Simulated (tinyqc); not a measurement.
# Harmonic transition-state theory with quantum, tunnelling and friction corrections, step by step

A worked calculation. Computed by tinyqc, a small Python program that keeps every step. Command: `OMP_NUM_THREADS=1 python tinyqc.py 3009777 3009778 out.jsonl rates walk`. One thread of a shared host (Intel(R) Xeon(R) Processor @ 2.30GHz), about 0.04 s of CPU time with the checks. Intermediate numbers are printed to about 6 digits and carried at full precision; extremes and crossings named in words are read from the listed rows.

One atom hops between equivalent sites; three modes at the minimum and two real modes at the saddle are treated as harmonic, the rest of the crystal as unchanged; melting is ignored, so hot rows may lie above the melting point.

Inputs (values chosen for the exercise, modelled on a vacancy in silicon): barrier E_b = 0.411 eV; imaginary frequency at the saddle nu_b = 6.29 THz; temperature T = 362 K; jump length d = 2.35 angstrom; number of jump directions z = 4; mass ratio of the heavier isotope = 1.05.

Lattice of sites: three-dimensional. Correction studied: isotope.

frequencies at the minimum (THz): [7.47, 9.54, 10.2]

real frequencies at the saddle (THz): [9.24, 9.64]

Constants: k_B = 8.617333262e-05 eV/K; h x 1 THz = 4.135667696 meV.

## Classical rate and diffusivity

Vineyard: nu* = product of minimum frequencies / product of real saddle frequencies; k_cl = nu* exp(-E_b/(k_B T)). Activation entropy S = k_B ln(nu* h/(k_B T)); for uncorrelated jumps D = z k d^2/6 and D0 = z nu* d^2/6; 1 angstrom^2 = 1e-16 cm^2.

prefactor nu* = 8.16056 THz

classical rate k_cl = 1.54797e+07 1/s

activation entropy in the Eyring form = 0.0787123 k_B

classical diffusivity D = 5.69910e-09 cm^2/s

prefactor D0 = 0.00300445 cm^2/s

## Quantum harmonic rate

Quantum harmonic: k_q = (k_B T/h) [prod 2 sinh(x_i/2) (minimum) / prod 2 sinh(x_j/2) (saddle)] exp(-E_b/(k_B T)), x = h nu/(k_B T). Zero-point correction to the barrier = (h/2)(sum of saddle frequencies - sum of minimum frequencies).

x at the minimum: [0.99034, 1.26477, 1.35227]

x at the saddle: [1.22500, 1.27803]

zero-point correction = -17.2251 meV

quantum harmonic rate k_q = 1.63136e+07 1/s

ratio k_q/k_cl = 1.05387

To second order in x the ratio is 1 + (sum x_i^2 - sum x_j^2)/24 = 1.0531.

## Tunnelling factors

With u = h nu_b/(k_B T): Wigner factor 1 + u^2/24; parabolic barrier (Bell) (u/2)/sin(u/2), valid above T_c = h nu_b/(2 pi k_B); symmetric Eckart barrier: kappa = int_0^infinity P(E) exp(-(E - E_b)/(k_B T)) dE/(k_B T), P = (cosh 2a - 1)/(cosh 2a + cosh 2d), a = alpha sqrt(E/E_b), alpha = 2 pi E_b/(h nu_b), 2d = 2 sqrt(alpha^2 - pi^2/4).

u = 0.833902

crossover temperature T_c = 48.0445 K

Wigner factor = 1.02897

Bell factor = 1.02957

Eckart factor = 1.03173

T/T_c = 7.53: tunnelling is a small correction.

## Isotope effect over temperature

All frequencies of the heavier isotope are divided by sqrt(mass ratio); each column is light over heavy.

Rate ratios:
```
T (K)  classical  quantum harmonic  with Eckart tunnelling
140      1.02470           1.03986                 1.05038
180      1.02470           1.03432                 1.04052
240      1.02470           1.03030                 1.03376
290      1.02470           1.02859                 1.03096
360      1.02470           1.02726                 1.02880
540      1.02470           1.02585                 1.02656
720      1.02470           1.02535                 1.02576
1100     1.02470           1.02498                 1.02516
```

The classical ratio is sqrt(mass ratio) = 1.0247 at any T. The quantum ratio is 1.0399 in the coldest row, above it, as the minimum holds more zero-point energy than the saddle; tunnelling multiplies it by a further 1.010. In the hottest row the full ratio is 1.0252.

Checks made by the program: quantum rate against the classical one at very high temperature (relative difference 7e-09).
